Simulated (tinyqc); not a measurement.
# Doping and offset from the band bending

Problem. An n-N heterojunction in equilibrium with Boltzmann electrons and no holes obeys er1 N1 g(u1/Vt) = er2 N2 g(-u2/Vt), g(t) = exp(t) - t - 1, where u1 = psi_j - psi_L and u2 = psi_R - psi_j, and u1 + u2 = dEc + Vt ln(N2 Nc1/(N1 Nc2)). Find N2 and dEc.

Parameters, values chosen for the exercise; band and dielectric values close to those of CdS and CdTe: temperature T = 250 K; relative permittivity of material 1 er1 = 8.93; conduction-band density of states of material 1 Nc1 = 1.68e18 cm^-3; relative permittivity of material 2 er2 = 10.1; conduction-band density of states of material 2 Nc2 = 6.06e17 cm^-3; donor density of material 1 N1 = 5.1e16 cm^-3.

Constants: q = 1.602176634e-19 C, kB = 1.380649e-23 J/K, Vt = kB T/q. Results are converted to the units shown.

bending psi_j - psi_L = 0.018680828 V
bending psi_R - psi_j = 0.083379716 V

Answer. Continuity of D gives N2 directly; the sum of the bendings then gives the offset.

N2 = 8.00e15 cm^-3
dEc = 0.120 eV

Numbers from tinyqc (`OMP_NUM_THREADS=1 python tinyqc.py 2040046 2040047 out.jsonl`; about 0.01 s on one thread of a shared Intel Xeon 2.30GHz).
